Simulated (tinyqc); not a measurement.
# Carrier lifetime of a p-type layer with SRH, radiative, Auger and surface recombination: lifetime against injection

Uniform excess density dn = dp (no trapping), n = n0 + dn, p = p0 + dn, Boltzmann statistics, full ionisation. Surfaces enter as a rate 2 S dn/d, which holds while diffusion to them is fast.

ni = sqrt(Nc Nv) exp(-Eg/(2 Vt)), Eg in volts; majority density N/2 + sqrt(N^2/4 + ni^2), n0 p0 = ni^2; n1 = Nc exp(-Et/Vt), p1 = Nv exp((Et - Eg)/Vt); tn0 = 1/(sn vth Nt), tp0 = 1/(sp vth Nt). With e = n p - ni^2 = dn (n0 + p0 + dn): U_SRH = e/(tp0 (n + n1) + tn0 (p + p1)), U_rad = B e, U_Aug = (Cn n + Cp p) e, U_s = 2 S dn/d. Each tau is dn over its rate; tau = dn/U with U the sum.

Values chosen for this exercise; band and dielectric values those of a made-up semiconductor: temperature T = 350 K; band gap Eg = 1.02 eV; conduction-band density of states at T Nc = 3.07e19 cm^-3; valence-band density of states at T Nv = 3.53e19 cm^-3; radiative coefficient B = 5.86e-15 cm^3/s; acceptor density N = 2.9e15 cm^-3; Auger coefficient (two electrons) Cn = 4.9e-31 cm^6/s; Auger coefficient (two holes) Cp = 2.8e-31 cm^6/s; trap density Nt = 9.2e12 cm^-3; capture cross-section for electrons sn = 4e-16 cm^2; capture cross-section for holes sp = 5e-16 cm^2; thermal velocity (both carriers) vth = 2.4e7 cm/s; trap level below the conduction band Et = 0.81 eV; surface recombination velocity (both faces) S = 0 cm/s; sample thickness d = 30 um.

Constants: q = 1.602176634e-19 C, kB = 1.380649e-23 J/K, Vt = kB T/q. Results are converted to the units shown.

Results:

| dn (cm^-3) | tau_SRH (s) | tau_rad (s) | tau_Aug (s) | tau (s) | radiative share (%) | largest path |
|---|---|---|---|---|---|---|
| 1e11 | 1.418e-4 | 0.05884 | 0.4246 | 1.414e-4 | 0.2403 | SRH |
| 1e12 | 1.417e-4 | 0.05882 | 0.4241 | 1.413e-4 | 0.2403 | SRH |
| 1e14 | 1.377e-4 | 0.05688 | 0.3750 | 1.373e-4 | 0.2415 | SRH |
| 1e15 | 1.106e-4 | 0.04376 | 0.1621 | 1.103e-4 | 0.2521 | SRH |
| 1e16 | 4.767e-5 | 0.01323 | 0.009107 | 4.725e-5 | 0.3572 | SRH |
| 1e17 | 2.380e-5 | 0.001658 | 1.249e-4 | 1.975e-5 | 1.191 | SRH |
| 1e18 | 2.073e-5 | 1.702e-4 | 1.294e-6 | 1.209e-6 | 0.7105 | Auger |
| 1e19 | 2.042e-5 | 1.706e-5 | 1.298e-8 | 1.296e-8 | 0.07599 | Auger |

Estimate the missing row, dn = 1e13 cm^-3.

Computed row:

| dn (cm^-3) | tau_SRH (s) | tau_rad (s) | tau_Aug (s) | tau (s) | radiative share (%) | largest path |
|---|---|---|---|---|---|---|
| 1e13 | 1.414e-4 | 0.05864 | 0.4192 | 1.410e-4 | 0.2404 | SRH |

With this row back in the table: SRH recombination leads at dn = 1e11, Auger from 1e18 on. The total lifetime falls from 1.41e-4 to 1.30e-8 s. tau_SRH goes from 1.42e-4 s (low-injection limit 1.42e-4 s) to 2.04e-5 s (high-injection limit tn0 + tp0 = 2.04e-5 s). Between the last two rows tau_rad goes as dn^(-1.00) and tau_Aug as dn^(-2.00); the radiative share goes from 0.240 through a maximum of 1.19 (at dn = 1e17 among the rows listed) to 0.0760 %. For dn = 1e19 the carriers are degenerate, where B and the Auger coefficients no longer stay constant.

Computed by the program tinyqc: `OMP_NUM_THREADS=1 python tinyqc.py 2300036 2300037 out.jsonl`, one thread of a shared Intel Xeon 2.30GHz, about 0.01 s for the whole run.
